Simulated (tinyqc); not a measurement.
Sub-threshold conduction and electro-thermal threshold of an amorphous chalcogenide: two steps of the calculation.

Trap-limited conduction: I = I0 exp(-Ea/kB T) sinh(q V dz/(2 ua kB T)), I0 = 2 q A Nt dz/ta. One lumped temperature T = T0 + Rt I V. The threshold is the largest V for which a steady state exists on the low-current branch.

Parameters, values chosen for the exercise; values of the order of Ge-Sb-Te and related chalcogenides: ambient temperature T0 = 330 K; cross-section A = 880 nm^2; amorphous thickness ua = 42 nm; distance between traps dz = 4.6 nm; activation energy Ea = 0.37 eV; trap density Nt = 3.4e19 cm^-3; attempt time ta = 2e-14 s; thermal resistance Rt = 4.5 K/uW; voltage across the amorphous layer V = 3.05 V.

Constants: q = 1.602176634e-19 C, kB = 1.380649e-23 J/K. Results are converted to the units shown.

Task 1. Isothermal quantities. I0, the low-field resistance 2 ua kB T0 exp(Ea/kB T0)/(q dz I0), the slope voltage V0 = 2 ua kB T0/(q dz), and I at V without heating.

Find: I0; low-field resistance; V0; I without heating.

Result 1.

I0 = 2.205 mA
low-field resistance = 105.4 Mohm
V0 = 0.5193 V
I without heating = 0.8761 uA

Task 2. Self-heating. I at the present T, then T(new) = T0 + Rt I V.

T after iteration 1 = 342.02389 K

Give: I; T after iteration 2.

Result 2.

I = 1.1259 uA
T after iteration 2 = 345.45 K

Range of the model: Purely electronic switching mechanisms, filaments and series resistance are left out.

tinyqc, about 0.02 s, one thread, Intel Xeon 2.30GHz (shared host): `OMP_NUM_THREADS=1 python tinyqc.py 2490102 2490103 out.jsonl`
